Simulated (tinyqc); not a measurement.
Shockley state of an s-p chain by decimation, step by step. Values are carried at full precision from step to step, so a last printed digit may differ when a step is redone from the rounded ones.

Each site has s at -d/2 and p at +d/2: H0 = diag(-d/2, d/2). The block to the next site on the right is H1 = [[-ts, u], [-u, tp]] (rows s, p of site n; columns s, p of site n + 1). Bulk: H(k) = [[-d/2 - 2 ts cos k, 2i u sin k], [-2i u sin k, d/2 + 2 tp cos k]]. The bands are inverted at k = pi if d < 2 (ts + tp).

Inputs chosen for the exercise:
- d = 1 eV (Ep - Es)
- ts = 0.99 eV (s-s hopping)
- tp = 1.11 eV (p-p hopping)
- u = 0.41 eV (s-p hopping)
- E = -0.19 eV (energy)
- eta = 0.02 eV (broadening)

## Bulk bands

Levels and s weight of the lower band at k = j pi/6.

Bands:

| k/pi | lower (eV) | upper (eV) | s weight, lower |
|---|---|---|---|
| 0.000 | -2.4800 | 2.7200 | 1.000 |
| 0.167 | -2.2507 | 2.4585 | 0.992 |
| 0.333 | -1.6449 | 1.7649 | 0.955 |
| 0.500 | -0.9604 | 0.9604 | 0.760 |
| 0.667 | -0.9582 | 0.8382 | 0.194 |
| 0.833 | -1.4848 | 1.2770 | 0.023 |
| 1.000 | -1.7200 | 1.4800 | 0.000 |

The lower band is s-like at k = 0 and p-like at pi: the bands are inverted, and the gap is a hybridisation gap that can hold a Shockley state.

## First round of decimation

Decimation (Sancho-Rubio) at z = E + i eta: start with es = e = H0, A = H1, B = H1^T. Each round forms g = (z - e)^-1 and sets es += A g B, e += A g B + B g A, A = A g A, B = B g B, doubling the length covered. Stop when all |A| < 1e-10. Surface G = (z - es)^-1, bulk G = (z - e)^-1; densities -Im tr G/pi.

Carry out one round.

g (1/eV):
```
                s                p
s  3.2124-0.2073i           0.0000
p          0.0000  -1.4481-0.0420i
```

es (eV):
```
                s                p
s  2.4051-0.2102i   0.6449-0.1032i
p  0.6449-0.1032i  -0.7441-0.0866i
```

e (eV):
```
                s                p
s  5.3102-0.4204i           0.0000
p          0.0000  -1.9883-0.1731i
```

A (eV):
```
                s                p
s  3.3919-0.1961i  -1.9629+0.0650i
p  1.9629-0.0650i  -2.3242-0.0169i
```

## Course of the decimation

All rounds.

Rounds:

| round | sites covered | largest \|A\| (eV) | surface density (1/eV) |
|---|---|---|---|
| 1 | 2 | 3.40 | 0.06033 |
| 2 | 4 | 4.21 | 0.30831 |
| 3 | 8 | 2.32 | 0.20774 |
| 4 | 16 | 0.0703 | 0.18826 |
| 5 | 32 | 0.000124 | 0.18826 |
| 6 | 64 | 2.25e-10 | 0.18826 |
| 7 | 128 | 1.60e-21 | 0.18826 |

surface G (1/eV):
```
                 s                p
s  -2.2318-0.3127i   2.3656+0.2829i
p   2.3656+0.2829i  -2.2966-0.2787i
```

densities (1/eV): surface 0.18826, bulk 0.00843

Converged in 7 rounds. E lies inside the bulk gap (-0.824 to 0.757 eV); once |A| is small it falls roughly as its square in each round, up to a factor. The surface density is 22 times the bulk one, owing to the broadened Shockley level, which peaks near -0.03 eV.

## Checks

- Surface G against the Dyson relation G = (z - H0 - H1 G H1^T)^-1: they agree to 1e-10 or better.

tinyqc: `OMP_NUM_THREADS=1 python tinyqc.py 1482715 1482716 out.jsonl`; about 0.4 s, one thread, shared Intel(R) Xeon(R) Processor @ 2.30GHz.
